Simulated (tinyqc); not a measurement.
Optical transitions of a finite quantum well: sweeps and comparisons. A value that a table varies takes the place of the one given here.

Each carrier sees a square well of width L with its own depth V and masses m (inside), mb (outside); c = hbar^2/2m0, k = sqrt(m E/c), kappa = sqrt(mb (V - E)/c), and level n solves k L + 2 atan[(k/m)/(kappa/mb)] = n pi. The envelope is cos(kz) for odd n and sin(kz) for even n inside, joins exp(-kappa (|z| - L/2)) outside, and is normalised to 1. Excitons and band mixing are left out.

Constants: hbar^2/2m0 = 3.80998211 eV angstrom^2; e^2/(4 pi eps0) = 14.39964547 eV angstrom; hc = 1239.841984 eV nm.

Inputs chosen for the exercise (near those of a GaAs well in AlGaAs; the results hold for these values, not for the real material):
- L = 144 angstrom (well width)
- Vc = 0.235 eV (conduction offset)
- me = 0.0677 m0 (electron, well)
- meb = 0.0911 m0 (electron, barrier)
- eps = 11.6 (background dielectric constant)
- Nss = (0.1, 0.25, 0.5, 1, 1.5, 2, 3) x 1e12/cm^2 (sheet densities)
- Eg = 1.491 eV (gap of the well)
- Vv = 0.123 eV (valence offset)
- mh = 0.36 m0 (heavy hole along z, well)
- mhb = 0.405 m0 (heavy hole, barrier)
- ml = 0.0868 m0 (light hole along z, well)
- mlb = 0.1129 m0 (light hole, barrier)
- Ls = (32, 40, 52, 68, 80, 120, 141) angstrom (widths)

## Depolarisation shift

The collective line lies at E12 sqrt(1 + a), a = 8 pi q (n1 - n2) S/(eps E12), q = e^2/(4 pi eps0), S = integral over z of (integral up to z of psi_1 psi_2)^2. Zero temperature with the mass me in both subbands: n1 - n2 = Ns until Ns reaches D E12, D = me/(2 pi c), and D E12 beyond. 1e12/cm^2 = 1e-4/angstrom^2; exchange and the static band bending by the charge are left out.

Line position:

| Ns (1e12/cm^2) | n1 - n2 | a | line (meV) | shift (meV) |
|---|---|---|---|---|
| 0.10 | 0.100 | 0.0621 | 52.49 | 1.56 |
| 0.25 | 0.250 | 0.1553 | 54.75 | 3.81 |
| 0.50 | 0.500 | 0.3106 | 58.31 | 7.38 |
| 1.0 | 1.000 | 0.6211 | 64.85 | 13.92 |
| 1.5 | 1.440 | 0.8947 | 70.11 | 19.18 |
| 2.0 | 1.440 | 0.8947 | 70.11 | 19.18 |
| 3.0 | 1.440 | 0.8947 | 70.11 | 19.18 |

S = 10.141 angstrom
E12 = 50.94 meV

The upward shift grows from 1.56 to 19.18 meV, 37.6 % of E12 at most. It stops moving once e2 starts to fill, at Ns = 1.44 e12/cm^2. For small a the shift is a E12/2, linear in Ns; in the last row that rule gives 22.79 meV. S/L = 0.0704, against 5/(9 pi^2) = 0.0563 for hard walls.

## Width of the well

Edge wavelength hc/(Eg + e1 + hh1), squared e1-hh1 overlap, lh1 - hh1, and the 1-2 intersubband energy with f_12 = (m1/c) E12 z_12^2, 1/m1 = <1|1/m|1> (dash: e2 unbound).

Results:

| L (angstrom) | edge (nm) | overlap^2 | lh1 - hh1 (meV) | E12 (meV) | f_12 |
|---|---|---|---|---|---|
| 32 | 754.3 | 0.9454 | 33.2 | - | - |
| 40 | 768.6 | 0.9568 | 30.8 | - | - |
| 52 | 783.9 | 0.9679 | 26.3 | 161.4 | 0.561 |
| 68 | 797.1 | 0.9769 | 20.9 | 138.3 | 0.969 |
| 80 | 803.8 | 0.9813 | 17.7 | 116.3 | 0.984 |
| 120 | 816.1 | 0.9894 | 10.9 | 67.3 | 0.974 |
| 141 | 819.6 | 0.9917 | 8.7 | 52.6 | 0.970 |

The edge tunes from 754 to 820 nm, towards hc/Eg = 832 nm, while the overlap goes from 0.945 to 0.992. e2 binds at L = pi sqrt(c/(me Vc)) = 48.6 angstrom; f_12 starts from zero there and is 0.561 at 52 angstrom, the rest going to the continuum; among the widths listed it peaks at 0.984 (80 angstrom) and is 0.970 in the widest well, against 0.961 for hard walls.

## What each parameter does

Edge wavelength hc/(Eg + e1 + hh1), squared overlap of e1 and hh1, and the confinement energies. Each row changes one parameter from the base and keeps the others.

Results:

| case | edge (nm) | overlap^2 | e1 (meV) | hh1 (meV) |
|---|---|---|---|---|
| base | 820.0 | 0.9919 | 17.1 | 3.9 |
| L = 130 angstrom | 817.9 | 0.9906 | 20.1 | 4.7 |
| Eg = 1.521 eV | 804.0 | 0.9919 | 17.1 | 3.9 |
| Vc = 0.27 eV | 819.7 | 0.9942 | 17.6 | 3.9 |
| Vv = 0.148 eV | 819.9 | 0.9898 | 17.1 | 4.0 |
| me = 0.0745 m0 | 820.5 | 0.9941 | 16.1 | 3.9 |
| mh = 0.306 m0 | 819.7 | 0.9946 | 17.1 | 4.4 |
| meb = 0.1093 m0 | 820.3 | 0.9905 | 16.5 | 3.9 |

The largest shifts from the base row, up to three for each result and ties (the steps differ in size, so this ranks the rows, not the parameters). edge (nm): Eg -16.0, L -2.0, me +0.5. overlap^2: mh +0.0026, Vc +0.0022, me +0.0022; unchanged at the printed digits by Eg. e1 (meV): L +3.0, me -1.0, meb -0.6; unchanged at the printed digits by Eg, Vv and mh. hh1 (meV): L +0.8, mh +0.5, Vv +0.1; unchanged at the printed digits by Eg, Vc, me and meb.

Run: tinyqc, `OMP_NUM_THREADS=1 python tinyqc.py 1250151 1250152 out.jsonl`; Intel(R) Xeon(R) Processor @ 2.30GHz, one thread, shared host; about 0.3 s of CPU time with all checks.
